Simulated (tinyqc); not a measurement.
Worked calculation: vacuum evaporation: vapour pressure, source flux, thickness distribution, purity and step coverage. Computed by tinyqc, a small Python program that keeps every step. Command: `OMP_NUM_THREADS=1 python tinyqc.py 3110706 3110707 out.jsonl evap walk`. One thread of a shared host (Intel(R) Xeon(R) Processor @ 2.30GHz), about 0.01 s of CPU time with the checks. Intermediate numbers are printed to about 6 digits and carried at full precision; extremes and crossings named in words are read from the listed rows.

Molecular flow, unit sticking of the metal, no re-evaporation. The background gas is taken as water vapour (18.015 g/mol, collision diameter 0.37 nm) at 300 K.

Inputs (values chosen for the exercise, modelled on gallium, with constants for the liquid):
```
quantity                         value    unit
molar mass M                     69.72   g/mol
film density rho                  5.91  g/cm^3
vapour-pressure constant A       10.72       -
vapour-pressure constant B       14020       K
source temperature T              1210       K
source area                       0.45    cm^2
directionality n                     1       -
source-to-wafer distance h          65      cm
wafer radius R                      10      cm
source offset from the axis s/h   0.64       -
background pressure p            9e-06      Pa
sticking of background gas         0.4       -
aspect ratio of a trench           2.5       -
```

Constants: u = 1.6605390666e-27 kg; k_B = 1.380649e-23 J/K; R = 8.314462618 J/(mol K).

## Vapour pressure and flux

log10(p_v/Pa) = A - B/T; flux from the surface Phi = p_v/sqrt(2 pi m k_B T), m = M u. Mass loss = Phi x area x m; heat of evaporation = ln(10) R B; d ln Phi/dT = ln(10) B/T^2 - 1/(2 T).

vapour pressure p_v = 0.135901 Pa

flux Phi = 1.23281e+17 1/(cm^2 s)

mass loss = 0.0231216 g/h

heat of evaporation = 268.410 kJ/mol

change of flux per kelvin = 2.16360 %/K

Holding the rate to 1 % needs the temperature to about 0.46 K.

## Rate and uniformity on a fixed wafer above the source

A small source emits (n + 1) Phi area cos^n(phi)/(2 pi) per solid angle; on a parallel plane at height h and lateral distance l the arrival rate is (n + 1) Phi area/(2 pi h^2) x (1 + (l/h)^2)^(-(n + 3)/2). Growth rate = arrival rate x m/rho, m = M u. The wafer is fixed and centred above the source.

arrival rate at the centre = 4.17957e+12 1/(cm^2 s)

growth rate at the centre = 8.18749e-04 nm/s

edge over centre = 0.954292

non-uniformity (max - min)/(max + min) = 2.33886 %

share of the material that lands on the wafer, 1 - (1 + (R/h)^2)^(-(n + 1)/2) = 2.31214 %

## Offset source and rotation

Rotating wafer, source offset by s and facing upwards: thickness at radius r is the mean over the angle a of (1 + (r^2 + s^2 - 2 r s cos a)/h^2)^(-(n + 3)/2), by 360 equal steps; non-uniformity (max - min)/(max + min) over 21 radii from 0 to R.

centre thickness relative to an axial source = 0.503278

edge over centre, rotating = 0.995294

non-uniformity, rotating = 0.235837 %

## Choosing the offset

The curvature at the centre vanishes at s/h = sqrt(2/(n + 3)).

Against the offset:
```
s/h  centre thickness  edge over centre  non-uniformity (%)
0.0           1.00000           0.95429             2.33886
0.2           0.92456           0.96081             1.99859
0.4           0.74316           0.97620             1.20451
0.5           0.64000           0.98465             0.77345
0.6           0.54066           0.99246             0.37818
0.7           0.45043           0.99916             0.04188
0.8           0.37180           1.00455             0.22722
0.9           0.30524           1.00866             0.43118
1.1           0.20475           1.01363             0.67682
```

The best row, s/h = 0.7, has 0.042 % against 2.3 % on the axis, at the price of a rate lower by a factor 2.22; the small-wafer optimum is sqrt(2/(n + 3)) = 0.71.

## Scattering and purity

Mean free path lambda = k_B T_g/(sqrt2 pi d^2 p); unscattered share exp(-h/lambda); gas arrival p/sqrt(2 pi m_g k_B T_g); impurity ratio = sticking x gas arrival/metal arrival; monolayer time = 1e15 cm^-2/(sticking x gas arrival).

mean free path = 756.648 m

unscattered share = 0.999141

gas arrival rate = 3.22559e+13 1/(cm^2 s)

impurity ratio = 3.08700

monolayer time = 77.5053 s

The gas that sticks amounts to more than a tenth of the metal, although few metal atoms scatter on the way: purity, not the free path, sets the vacuum needed. Caution: more gas than metal sticks, so a compound rather than a metal film would grow.

## A trench at the wafer edge

Fixed wafer, axial point source, trench running tangentially at r = R: the beam arrives at tan(a) = R/h. Shadowed share of the floor = aspect ratio x tan(a) (at most 1); the wall facing the source grows at tan(a) times the field rate, the other wall not at all.

angle a = 8.74616 degrees

shadowed share of the floor = 0.384615

wall over field thickness = 0.153846

Checks made by the program: share on the wafer by quadrature (relative difference 1e-09).
